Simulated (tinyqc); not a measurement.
What moves the results: strain-driven crossing of the Gamma and L valleys in a germanium-like crystal alloyed with tin. A value that a table varies takes the place of the one given here.

Biaxial loads: e0 is the in-plane strain e_par and the normal is free. (001): e_perp = -2 (C12/C11) e_par; exx = eyy = e_par, ezz = e_perp, no shear. (111): e_perp = -(2 C11 + 4 C12 - 4 C44)/(C11 + 2 C12 + 4 C44) e_par; exx = eyy = ezz = (2 e_par + e_perp)/3 and exy = eyz = ezx = (e_perp - e_par)/3. (110): e_perp = -(C11 + 3 C12 - 2 C44)/(C11 + C12 + 2 C44) e_par; exx = eyy = (e_par + e_perp)/2, ezz = e_par, exy = (e_perp - e_par)/2, eyz = ezx = 0. Uniaxial loads: a stress along n, scaled so that n.e.n = e0, with exx = s11 sxx + s12 (syy + szz), exy = s44 sxy/2, s11 = (C11 + C12)/((C11 - C12)(C11 + 2 C12)), s12 = -C12/((C11 - C12)(C11 + 2 C12)), s44 = 1/C44.

Edges from the unstrained valence top: Gamma at Eg + ac tr(e); an L valley with unit axis u at EgL + aL tr(e) + XuL (u.e.u - tr(e)/3), u along [111], [1-1-1], [-11-1], [-1-11]; valence edges are the levels of the 6 x 6 matrix of X, Y, Z times spin with -Dso/3 + l exx + m (eyy + ezz) on the diagonal (cyclic), n exy off it, l = av + 2 b, m = av - b, n = sqrt(3) d. Spin-orbit term (Dso/3) L.sigma on X, Y, Z with (L_k)_ij = -i epsilon_kij: <X+|H|Y+> = -i Dso/3, <X+|H|Z-> = Dso/3, <Y+|H|Z-> = -i Dso/3, <Z+|H|X-> = -Dso/3, <Z+|H|Y-> = i Dso/3, <X-|H|Y-> = i Dso/3, and their conjugates; + and - are the spin along z.

With tin the unstrained gaps become E(y) = (1 - y) E + y EgS - CS y (1 - y); all other values are kept.
Constants: kB = 8.617333262e-05 eV/K.

Values chosen for the exercise (near those of Ge, gaps at low temperature; the results hold for these values, not for the real material): Eg = 0.915 eV (gap at Gamma to the s-like level); EgL = 0.757 eV (gap to L); Dso = 0.293 eV (spin-orbit splitting); ac = -8.21 eV (conduction deformation potential); av = 1.26 eV (valence hydrostatic potential); b = -2.51 eV (tetragonal shear potential); d = -5.38 eV (trigonal shear potential); aL = -1.43 eV (hydrostatic potential of the L edge, Xd + Xu/3); XuL = 16.04 eV (uniaxial potential, L); y = 0.035 (tin fraction); EgS = (-0.444, 0.146) eV (Gamma and L gaps of the tin end); CS = (1.97, 1.16) eV (bowing of the Gamma and L gaps); C11 = 127 GPa; C12 = 48.9 GPa; C44 = 66.8 GPa; load = uniaxial [111] (kind of strain); mG = 0.0393 m0 (mass at Gamma); mL = 0.568 m0 (density-of-states mass of the four L valleys together); T = 77 K (temperature); e0 = 0.0434 (size of the strain).

## Which strain makes the gap direct

For tension the difference Gamma minus lowest L is linear in e0; slope per 1 % and the e0 at which it vanishes (a dash: no crossing below 15 %), with the gap there.

Results:
```
load            slope (meV per 1 %)  crossing e0 (%)  gap at the crossing (eV)
biaxial (001)                 -83.4             1.25                     0.582
biaxial (110)                 -27.2             3.83                    -0.024
biaxial (111)                  36.1                -                         -
uniaxial [100]                -30.1             3.47                     0.544
uniaxial [111]                 -5.4                -                         -
uniaxial [110]                 13.4                -                         -
```

The smallest strain is needed for biaxial (001) (1.25 %), then uniaxial [100] (3.47 %). No crossing below 15 % is found for biaxial (111), uniaxial [111] and uniaxial [110]: shear splits the L valleys and pulls the lowest down nearly as fast as, or faster than, Gamma. Loads without off-diagonal strain, (001) and [100], gain (ac - aL) tr(e) = -68 meV per 1 % of volume. Crossings beyond about 3 % are sensitive to second-order terms, left out here. For uniaxial [111] the slope is a near cancellation, so terms beyond this linear model decide. A gap at or below zero marks a crossing beyond the range of this linear model.

## Sweep of a uniaxial [111] strain

The valence splitting is the distance of the top two edges. Share in Gamma = mG^(3/2)/(mG^(3/2) + (mL^(3/2)/4) sum_i exp(-(E_Li - E_Gamma)/kT)).

Results:
```
e0 (%)  direct gap (eV)  indirect gap (eV)  Gamma - L (meV)  valence splitting (meV)  share in Gamma (%)
-1.68             0.830              0.440              390                      140            2.02e-25
-0.64             0.816              0.603              213                       49            7.82e-14
0.40              0.760              0.658              102                       27            4.88e-07
1.44              0.655              0.559               97                       83            1.13e-06
2.48              0.550              0.459               91                      118            2.63e-06
3.52              0.445              0.360               86                      139            6.12e-06
4.56              0.340              0.260               80                      152            1.42e-05
5.60              0.235              0.161               74                      160            3.30e-05
```

The gap stays indirect over the sweep. This load splits the L valleys, and the lowest set changes where e0 changes sign, which bends the column Gamma - L. The direct gap goes from 0.830 to 0.235 eV; of that change -0.121 eV comes from the rise of the valence top through the shear terms and the rest from the volume. The share in Gamma goes from 2.02e-25 to 3.30e-05 %. Beyond about 3 % terms of second order in the strain, left out here, matter.

## What each parameter does

Direct gap, Gamma minus the lowest L edge and the valence splitting. Each row changes one parameter from the base and keeps the others.

Results:
```
case              direct gap (eV)  Gamma - L (meV)  valence splitting (meV)
base                       0.3626             81.1                    149.5
Dso = 0.24905 eV           0.3626             81.1                    133.0
aL = -1.2155 eV            0.3626             74.7                    149.5
XuL = 18.446 eV            0.3626            108.0                    149.5
av = 1.071 eV              0.3682             81.1                    149.5
b = -2.8865 eV             0.3626             81.1                    149.5
C12 = 56.235 GPa           0.3739             93.4                    150.1
C44 = 56.78 GPa            0.3908            111.7                    151.1
```

The largest shifts from the base row, up to three for each result and ties (the steps differ in size, so this ranks the rows, not the parameters). direct gap (eV): C44 +0.0283, C12 +0.0113, av +0.0056; unchanged at the printed digits by Dso, aL, XuL and b. Gamma - L (meV): C44 +30.6, XuL +26.8, C12 +12.2; unchanged at the printed digits by Dso, av and b. valence splitting (meV): Dso -16.4, C44 +1.6, C12 +0.7; unchanged at the printed digits by aL, XuL, av and b.

Program tinyqc; command `OMP_NUM_THREADS=1 python tinyqc.py 1080580 1080581 out.jsonl`; about 0.01 s on one thread of a shared Intel(R) Xeon(R) Processor @ 2.30GHz.
